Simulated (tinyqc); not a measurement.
What moves the results: band edges of strained Si(1-x)Ge(x) on relaxed Si(1-y)Ge(y). A value that a table varies takes the place of the one given here.

Values are linear in the Ge fraction but for ED(x) = linear - CD x (1 - x) and a(x) = linear - Ca x (1 - x). Energies are on the common scale of Ev.

Coherent growth on a (111) face: e_par = (a(y) - a(x))/a(x), e_perp = -(2 C11 + 4 C12 - 4 C44)/(C11 + 2 C12 + 4 C44) e_par; exx = eyy = ezz = (2 e_par + e_perp)/3 and exy = eyz = ezx = (e_perp - e_par)/3.

A valley with unit axis u lies at Ev + gap + (av + a_valley) tr(e) + Xu (u.e.u - tr(e)/3); the Delta axes are x, y, z and the L axes [111], [1-1-1], [-11-1], [-1-11]. The second-order shift of the Delta valleys under shear is left out; it lowers the pair normal to the sheared plane by tens of meV at a shear of 1 %.

Valence edges: Ev plus the levels of the 6 x 6 matrix of X, Y, Z times spin with -Dso/3 + l exx + m (eyy + ezz) on the diagonal (cyclic), n exy off it, l = av + 2 b, m = av - b, n = sqrt(3) d. Spin-orbit term (Dso/3) L.sigma on X, Y, Z with (L_k)_ij = -i epsilon_kij: <X+|H|Y+> = -i Dso/3, <X+|H|Z-> = Dso/3, <Y+|H|Z-> = -i Dso/3, <Z+|H|X-> = -Dso/3, <Z+|H|Y-> = i Dso/3, <X-|H|Y-> = i Dso/3, and their conjugates; + and - are the spin along z.

Coherent growth: e_par = (a(y) - a(x))/a(x). (001): e_perp = -2 (C12/C11) e_par; exx = eyy = e_par, ezz = e_perp, no shear. (111): e_perp = -(2 C11 + 4 C12 - 4 C44)/(C11 + 2 C12 + 4 C44) e_par; exx = eyy = ezz = (2 e_par + e_perp)/3 and exy = eyz = ezx = (e_perp - e_par)/3. (110): e_perp = -(C11 + 3 C12 - 2 C44)/(C11 + C12 + 2 C44) e_par; exx = eyy = (e_par + e_perp)/2, ezz = e_par, exy = (e_perp - e_par)/2, eyz = ezx = 0.

Values chosen for the exercise (end members near Si and Ge, in this order; shifted at random, so the results belong to these values and not to a real crystal): a = (5.438, 5.658) angstrom (lattice constant); Dso = (0.044, 0.289) eV (spin-orbit splitting); av = (2.43, 1.26) eV (valence hydrostatic potential); b = (-2.08, -2.52) eV (tetragonal shear potential); d = (-4.78, -5.24) eV (trigonal shear potential); C11 = (166.8, 130.2) GPa; C12 = (63, 48.9) GPa; C44 = (80.5, 66.4) GPa; Ev = (0, 0.65) eV (top of the unstrained valence band); ED = (1.152, 0.919) eV (gap to the Delta valleys); EL = (1.998, 0.734) eV (gap to the L valleys); aD = (1.87, 1.34) eV (hydrostatic potential of the Delta gap); aL = (-3.11, -2.76) eV (hydrostatic potential of the L gap); XuD = (9.36, 9.73) eV (uniaxial potential, Delta); XuL = (15.57, 14.9) eV (uniaxial potential, L); CD = 0.201 eV (bowing of the Delta gap); Ca = 0.025 angstrom (bowing of the lattice constant); face = 111 (growth face); y = 0.84 (Ge fraction of the relaxed buffer); x = 0.48 (Ge fraction of the layer).

## Composition of the layer

The buffer is kept. dEc = Ec(buffer) - Ec(layer), dEv = Ev(layer) - Ev(buffer); buffer edges Ev(y) and Ev(y) + min(ED, EL). The digit behind Delta or L counts whole valleys.

Results:

| x | e_par (%) | lowest valleys | gap (eV) | next valleys above (meV) | valence splitting (meV) | dEc (eV) | dEv (eV) |
|---|---|---|---|---|---|---|---|
| 0.29 | 2.23 | Delta6 | 0.953 | 97 | 241 | 0.109 | -0.133 |
| 0.39 | 1.84 | Delta6 | 0.944 | 91 | 192 | 0.102 | -0.117 |
| 0.49 | 1.44 | Delta6 | 0.938 | 80 | 145 | 0.090 | -0.099 |
| 0.59 | 1.04 | Delta6 | 0.934 | 65 | 100 | 0.071 | -0.076 |
| 0.70 | 0.59 | Delta6 | 0.932 | 43 | 53 | 0.044 | -0.047 |
| 0.80 | 0.17 | Delta6 | 0.930 | 18 | 14 | 0.014 | -0.015 |
| 0.90 | -0.25 | L3 | 0.849 | 47 | 20 | 0.036 | 0.044 |
| 1.00 | -0.68 | L3 | 0.705 | 125 | 51 | 0.106 | 0.119 |

How do the results move?

The gap is 0.953 eV in the first row and 0.705 eV in the last. The lowest valleys change: Delta6 to L3 between x = 0.80 and 0.90. Per 0.1 of x the valence offset moves by +35 meV on average; the conduction offset lies between +14 and +109 meV, not monotonically. Both carriers sit on one side for x = 0.90 and 1.00, and on opposite sides elsewhere. Offsets below about 30 meV are within the spread of parameter sets, so those rows do not settle the type. Strains above 2 % can be kept only in layers of a few nanometres.

## Composition of the buffer

The layer is kept. dEc = Ec(buffer) - Ec(layer), dEv = Ev(layer) - Ev(buffer); buffer edges Ev(y) and Ev(y) + min(ED, EL). The digit behind Delta or L counts whole valleys.

Results:

| y | e_par (%) | lowest valleys | gap (eV) | next valleys above (meV) | valence splitting (meV) | dEc (eV) | dEv (eV) |
|---|---|---|---|---|---|---|---|
| 0.00 | -1.79 | Delta6 | 0.871 | 446 | 78 | -0.051 | 0.332 |
| 0.14 | -1.29 | Delta6 | 0.904 | 433 | 68 | -0.044 | 0.235 |
| 0.29 | -0.74 | Delta6 | 0.941 | 419 | 47 | -0.030 | 0.132 |
| 0.43 | -0.20 | Delta6 | 0.977 | 406 | 15 | -0.009 | 0.035 |
| 0.57 | 0.36 | Delta6 | 0.982 | 324 | 32 | 0.019 | -0.031 |
| 0.71 | 0.93 | Delta6 | 0.962 | 200 | 90 | 0.053 | -0.070 |
| 0.86 | 1.57 | Delta6 | 0.935 | 63 | 159 | 0.081 | -0.105 |
| 1.00 | 2.18 | L1 | 0.836 | 69 | 230 | 0.030 | -0.133 |

What can be read from the table?

The gap is 0.871 eV in the first row and 0.836 eV in the last, with its largest listed value, 0.982 eV, at y = 0.57: it peaks near the match y = x, since strain of either sign narrows it. The lowest valleys change: Delta6 to L1 between y = 0.86 and 1.00. Per 0.1 of y the valence offset moves by -46 meV on average; the conduction offset lies between -51 and +81 meV, not monotonically. Electrons and holes sit on opposite sides in every row (type II). Offsets below about 30 meV are within the spread of parameter sets, so those rows do not settle the type. Strains above 2 % can be kept only in layers of a few nanometres.

## The same layer on three faces

dEc = Ec(buffer) - Ec(layer), dEv = Ev(layer) - Ev(buffer); buffer edges Ev(y) and Ev(y) + min(ED, EL). The digit behind Delta or L counts whole valleys.

Results:

| face | e_par (%) | lowest valleys | gap (eV) | next valleys above (meV) | valence splitting (meV) | dEc (eV) | dEv (eV) | Delta spread (meV) | L spread (meV) |
|---|---|---|---|---|---|---|---|---|---|
| (001) | 1.48 | Delta2 | 0.767 | 248 | 148 | 0.274 | -0.112 | 248 | 0 |
| (111) | 1.48 | Delta6 | 0.939 | 81 | 150 | 0.091 | -0.101 | 0 | 283 |
| (110) | 1.48 | Delta4 | 0.902 | 105 | 149 | 0.130 | -0.103 | 105 | 223 |

What can be read from the table?

On (001) only the Delta valleys split (248 meV), on (111) only the L valleys (283 meV), on (110) both (105 and 223 meV). The lowest valleys are Delta2 on (001), Delta6 on (111) and Delta4 on (110); the smallest gap is 0.767 eV on (001) and the largest 0.939 eV on (111).

## What each parameter does

dEc = Ec(buffer) - Ec(layer), dEv = Ev(layer) - Ev(buffer); buffer edges Ev(y) and Ev(y) + min(ED, EL). Each row changes one parameter from the base and keeps the others.

Results:

| case | gap (eV) | valence splitting (meV) | dEc (eV) | dEv (eV) |
|---|---|---|---|---|
| base | 0.9387 | 149.8 | 0.0912 | -0.1006 |
| x = 0.51 | 0.9373 | 135.9 | 0.0865 | -0.0945 |
| y = 0.87 | 0.9327 | 164.3 | 0.0726 | -0.1070 |
| CD = 0.251 eV | 0.9262 | 149.8 | 0.0969 | -0.1006 |
| Dso = (0.051, 0.332) eV | 0.9410 | 147.4 | 0.0912 | -0.1029 |
| d = (-5.497, -6.026) eV | 0.9226 | 174.9 | 0.0912 | -0.0845 |
| aL = (-3.576, -3.174) eV | 0.9387 | 149.8 | 0.0912 | -0.1006 |
| XuL = (17.906, 17.135) eV | 0.9387 | 149.8 | 0.0912 | -0.1006 |
| aD = (2.15, 1.541) eV | 0.9444 | 149.8 | 0.0855 | -0.1006 |

What can be read from the table?

The largest shifts from the base row, up to three for each result and ties (the steps differ in size, so this ranks the rows, not the parameters). gap (eV): d -0.0161, CD -0.0125, y -0.0060; unchanged at the printed digits by aL and XuL. valence splitting (meV): d +25.2, y +14.5, x -13.9; unchanged at the printed digits by CD, aL, XuL and aD. dEc (eV): y -0.0186, CD +0.0058, aD -0.0057; unchanged at the printed digits by Dso, d, aL and XuL. dEv (eV): d +0.0161, y -0.0064, x +0.0061; unchanged at the printed digits by CD, aL, XuL and aD. The lowest valleys of the layer are Delta6, so among the conduction-band potentials only those of that family reach the gap and dEc; the buffer is unstrained. A shift large enough to swap the lowest family would change that.

Program tinyqc; command `OMP_NUM_THREADS=1 python tinyqc.py 1051143 1051144 out.jsonl`; about 0.02 s on one thread of a shared Intel(R) Xeon(R) Processor @ 2.30GHz.
